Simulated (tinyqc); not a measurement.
Elastic strain and critical thickness of a cubic alloy layer A(1-x)B(x) on a thick substrate: one step, computed by the program tinyqc. Command: `OMP_NUM_THREADS=1 python tinyqc.py 3017830 3017831 out.jsonl misfit walk`. One thread of a shared host (Intel(R) Xeon(R) Processor @ 2.30GHz), about 0.01 s of CPU time with the checks.

Strain is positive in tension. The layer is coherent with the substrate unless said otherwise.

Question. Isotropic constants and the prefactor A. Voigt averages: G = (C11 - C12 + 3 C44)/5, B = (C11 + 2 C12)/3, nu = (3 B - 2 G)/(2 (3 B + G)); b = a/sqrt(2). The 60-degree dislocation has cos alpha = 1/2, and cos lambda = 1/2 on (001). Matthews-Blakeslee: h_c = A [ln(h_c/b) + 1], A = b (1 - nu cos^2 alpha)/(4 pi |f| (1 + nu) cos lambda), the factor 4 pi being that of a buried layer, with a dislocation at both interfaces.

Growth plane: (001). Layer: buried under a thick cap. Misfit dislocation: 60-degree.

elastic constants (GPa): C11 104.2968, C12 46.1580, C44 56.5708

free lattice constant a = 5.77704 angstrom

misfit f = -0.02164430

Give: shear modulus G; Poisson ratio nu; Burgers vector b; prefactor A.

Answer.

shear modulus G = 45.57024 GPa

Poisson ratio nu = 0.21775

Burgers vector b = 0.40850 nm

prefactor A = 2.3324 nm
